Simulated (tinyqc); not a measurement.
From lone donors to an impurity band: impurity band of shallow donors (Hubbard estimate).

Constants: e^2/(4 pi eps0) = 14.39964547 eV angstrom.

Inputs chosen for the exercise (out of a larger set: near those of two donors in Si; not measured data): a = 17.4 angstrom (orbital radius); eps = 11.5 (dielectric constant); Ns = (0.034, 0.086, 0.21, 0.51, 1.2, 2.6, 5.1) x 1e18/cm^3 (donor densities).

Donors on a simple cubic lattice of spacing R = N^(-1/3) (1/angstrom^3 = 1e24/cm^3), Ha* = q/(eps a), q = e^2/(4 pi eps0), x = R/a. Hopping t = Ha* (1 + x) exp(-x), band width B = 12 t, on-site repulsion U = (5/8) Ha*; the gap closes near B/U = 1.15. Valley factors and disorder are left out.

Results:
```
N (1e18/cm^3)  R (angstrom)  N^(1/3) a   t (meV)   B (meV)       B/U
0.034                 308.7      0.056  2.66e-05  0.000320  7.11e-06
0.086                 226.6      0.077   0.00223    0.0268  0.000596
0.21                  168.2      0.103    0.0485     0.582    0.0129
0.51                  125.2      0.139     0.443      5.32     0.118
1.2                    94.1      0.185      2.07      24.8     0.551
2.6                    72.7      0.239      5.70      68.5      1.52
5.1                    58.1      0.300      11.1       133      2.96
```

How do the results move, and what explains it?

B/U passes 1.15 between 1.2 and 2.6 x 1e18/cm^3; the root is x = 4.52, N^(1/3) a = 0.221, N = 2 x 1e18/cm^3, below the 3.3 that the empirical rule N^(1/3) a = 0.26 gives; the estimate is rough, since random positions, the overlap of the orbitals and screening are left out. While N grows by 150 times, t grows by 4.16e+05 times.

tinyqc: `OMP_NUM_THREADS=1 python tinyqc.py 1251813 1251814 out.jsonl`; about 0.01 s, one thread, shared Intel(R) Xeon(R) Processor @ 2.30GHz.
